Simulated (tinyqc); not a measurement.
Bandgap voltage reference from two bipolar transistors: two steps of the calculation.

Two transistors of area 1 and N carry the same current I. Is(T) = Is (T/T0)^eta exp[(Vg0 q/kB)(1/T0 - 1/T)], VBE1 = Vt ln(I/Is(T)) + I rb, VBE2 = Vt ln(I/(N Is(T))) + I rb/N. The amplifier forces I R1(T) = VBE1 - VBE2 + Vos, with R(T) = R (1 + tc (T - T0)) for both resistors, and the output is Vref = VBE1 + I R2(T). Base currents and the Early effect are neglected.

Inputs (values chosen for the exercise); values of the order met in silicon bipolar transistors:
- T0 = 323 K (reference temperature)
- Vg0 = 1.16 V (band-gap voltage extrapolated to 0 K)
- eta = 3.3 (temperature exponent of the saturation current)
- Is = 8.4e-18 A (saturation current of the unit transistor at T0)
- N = 24 (area ratio of the second transistor)
- R1 = 28 kohm (resistor across which the difference of VBE falls, at T0)
- tc = 0 ppm/K (temperature coefficient of both resistors)
- Vos = 0 mV (offset of the amplifier)
- rb = 24 ohm (series resistance of the unit transistor)
- R2 = 155.5 kohm (output resistor at T0)
- T = 253 K (temperature)

Constants: q = 1.602176634e-19 C, kB = 1.380649e-23 J/K. Results are converted to the units shown.

Task 1. Operating point at the reference temperature. Vt = kB T/q; I = (Vt ln N + Vos)/(R1(T) - rb (1 - 1/N)). Evaluate at T = T0.

Find: Vt; I; Is(T); VBE1; I R2; Vref.

Result 1.

Vt = 0.02783 V
I = 3.162 uA
Is(T) = 8.400e-18 A
VBE1 = 0.7420 V
I R2 = 0.4917 V
Vref = 1.234 V

Task 2. Operating point at another temperature. 

Give: Vt; I; Is(T); VBE1; I R2; Vref.

Result 2.

Vt = 0.02180 V
I = 2.477 uA
Is(T) = 3.685e-23 A
VBE1 = 0.8448 V
I R2 = 0.3851 V
Vref = 1.230 V

From T0 to T, VBE1 changes by 103 mV and I R2 by -107 mV, which leaves -3.71 mV in Vref.

Program tinyqc, `OMP_NUM_THREADS=1 python tinyqc.py 2062039 2062040 out.jsonl`; Intel Xeon 2.30GHz, shared host, one thread, about 0.02 s.
